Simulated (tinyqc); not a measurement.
From one set of inputs to another, one input at a time: solid solubility of a dopant against its melt (retrograde solidus), clustering and the electrically active fraction. Computed by tinyqc, a small Python program. Command: `OMP_NUM_THREADS=1 python tinyqc.py 3016039 3016040 out.jsonl retro ladder`. One thread of a shared host (Intel(R) Xeon(R) Processor @ 2.30GHz), about 0.03 s of CPU time with the checks.

The inputs printed are set A. Inputs not listed in the table keep their values of set A, so the rows need not describe a real material.

Inputs (values chosen for the exercise, of the order of those of gallium in silicon for the solubility):
```
quantity                                      value        unit
melting point of the host T_m                  1687           K
heat of melting of the host H_f                50.2      kJ/mol
interaction L of the melt                       3.3      kJ/mol
enthalpy of transfer from melt to solid H     0.646          eV
entropy of transfer S                         -0.49         k_B
site density N0                               5e+22      1/cm^3
temperature T                                  1580           K
total dopant density N_t                    1.8e+21      1/cm^3
atoms per cluster m                               2           -
cluster scale N* at 1273 K                  5.4e+20      1/cm^3
activation energy E_b of the cluster scale     0.31          eV
anneal temperature T_a                         1350           K
mobility mu                                      55  cm^2/(V s)
```

Clustering: clusters of m atoms, electrons left out.

Constants: R = 8.314462618 J/(mol K); k_B = 8.617333262e-05 eV/K; e = 1.602176634e-19 C; N_A = 6.02214076e+23 1/mol.

Method:
- x_l and x_s are atom fractions of the dopant in melt and solid; the solid is dilute. Liquidus of the host: R T ln(1 - x_l) + L x_l^2 = -H_f (1 - T/T_m). Distribution: k = x_s/x_l = exp[L (1 - x_l)^2/(R T)] exp(S/k_B - H/(k_B T)), the first factor being the activity coefficient in the melt. Solubility = x_s N0; at T_m x_l = 0.
- The largest x_s N0 between 900 K and T_m. For an ideal melt with constant heats the maximum has x_l = H_f/(H + H_f), H in the same units.
- A highly soluble donor (another dopant than that of the solidus) is limited by clustering. Donors N_a are active, and clusters hold m atoms each: N_t = N_a + m C, m C = N* (N_a/N*)^m, with N*(T) = N*(1273 K) exp[-(E_b/k_B)(1/T - 1/1273)]. Resistivity = 1/(e mu N_a).

Each row keeps all changes above it:
```
input moved                                        from       to  solubility (1/cm^3)  largest solubility (1/cm^3)  active density N_a (1/cm^3)
set A                                                 -        -            6.976e+19                    8.961e+19                    7.975e+20
entropy of transfer S (k_B)                       -0.49     2.75            1.781e+21                    2.288e+21                    7.975e+20
enthalpy of transfer from melt to solid H (eV)    0.646     1.76            4.981e+17                    4.983e+17                    7.975e+20
cluster scale N* at 1273 K (1/cm^3)             5.4e+20  3.1e+20            4.981e+17                    4.983e+17                    6.478e+20
temperature T (K)                                  1580     1130            9.664e+15                    4.983e+17                    6.478e+20
interaction L of the melt (kJ/mol)                  3.3      -20            4.975e+15                    1.236e+17                    6.478e+20
total dopant density N_t (1/cm^3)               1.8e+21  4.9e+20            4.975e+15                    1.236e+17                    2.779e+20
anneal temperature T_a (K)                         1350     1300            4.975e+15                    1.236e+17                    2.693e+20
```

Where does the difference come from?

Solubility goes from 6.98e19 to 4.97e15, a factor 7.13e-5 in all. The largest single move comes from enthalpy of transfer from melt to solid H (a factor 2.80e-4), and entropy of transfer S works against it (a factor 25.5). Largest solubility goes from 8.96e19 to 1.24e17, a factor 0.00138 in all. The largest single move comes from enthalpy of transfer from melt to solid H (a factor 2.18e-4), and entropy of transfer S works against it (a factor 25.5). Active density N_a goes from 7.98e20 to 2.69e20, a factor 0.338 in all. The largest single move comes from total dopant density N_t (a factor 0.429). The single moves hold for this order of the switches; the total does not depend on the order.

Caution (all rows): this clustering law is a generic form; degeneracy and a doping-dependent mobility are left out. Caution (rows entropy of transfer S): the solid is no longer dilute, and its own lowering of the liquidus is left out.

Extremes, crossings and ranges named in words are read from the listed rows.
